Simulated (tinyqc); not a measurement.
Punch-through p+-n junction, ionisation integral and breakdown: effect of the drift doping.

A p+ layer at x < 0 and an n drift layer from x = 0 to L on an n+ substrate. Depletion approximation, built-in voltage neglected. Local ionisation coefficients alpha_n = an exp(-(bn/E)^mx), alpha_p = ap exp(-(bp/E)^mx). Electrons move towards +x, holes towards x = 0.

W = sqrt(2 eps0 eps_r V/(q N)), peak field E0 = q N W/(eps0 eps_r), falling linearly to 0 at W; if W > L the layer is punched through: W = L, E0 = V/L + q N L/(2 eps0 eps_r), falling linearly to E1 = V/L - q N L/(2 eps0 eps_r). G(x) = integral from 0 to x of (alpha_n - alpha_p); I_n = integral of alpha_n exp(-G) (electrons injected at x = 0), I_p = integral of alpha_p exp(G(end) - G) (holes injected at the far edge); M = 1/(1 - I). Integrals on a fine grid; BV is where I_n = 1. Specific on-resistance Ron = L/(q mu N) with constant mobility and full ionisation.

Parameters, values chosen for the exercise; material values close to those of 4H silicon carbide: relative permittivity eps_r = 9.61; prefactor of the electron ionisation coefficient an = 1.66e8 1/cm; field constant for electrons bn = 3.47e7 V/cm; prefactor of the hole ionisation coefficient ap = 3.59e8 1/cm; field constant for holes bp = 2.33e7 V/cm; exponent mx = 1; electron mobility of the drift layer mu = 945 cm^2/(V s); thickness of the drift layer L = 7.5 um.

Constants: q = 1.602176634e-19 C, eps0 = 8.8541878128e-14 F/cm where lengths are in cm. Results are converted to the units shown.

Effect of the drift doping:
```
N (cm^-3),BV (V),E0 at BV (kV/cm),W at BV (um),Ron (mohm cm^2),BV^2/Ron (MW/cm^2),eps0 eps_r mu E0^3/4 (MW/cm^2)
6.5e14,1.63e3,2.22e3,7.50,7.62,350,2.21e3
1.2e15,1.63e3,2.26e3,7.50,4.13,645,2.32e3
2.4e15,1.62e3,2.33e3,7.50,2.06,1.28e3,2.55e3
4.6e15,1.59e3,2.44e3,7.50,1.08,2.34e3,2.93e3
8.8e15,1.47e3,2.58e3,7.50,0.563,3.82e3,3.44e3
1.7e16,1.15e3,2.73e3,7.50,0.291,4.52e3,4.09e3
3.3e16,678,2.90e3,4.67,0.150,3.06e3,4.92e3
6.2e16,408,3.08e3,2.64,0.0799,2.08e3,5.90e3
```

What does the table show?

BV falls from 1630 to 408 V while the critical field rises from 2220 to 3080 kV/cm. BV goes as N^(0.00) between the first two rows and N^(-0.81) between the last two (a coefficient proportional to E^7 gives -0.75 without punch-through). BV^2/Ron goes from 350 through a maximum of 4520 (at N = 1.7e16 among the rows listed) to 2080 MW/cm^2; the layer is punched through at breakdown in 6 of the 8 rows.

tinyqc, about 0.1 s, one thread, Intel Xeon 2.30GHz (shared host): `OMP_NUM_THREADS=1 python tinyqc.py 2120151 2120152 out.jsonl`
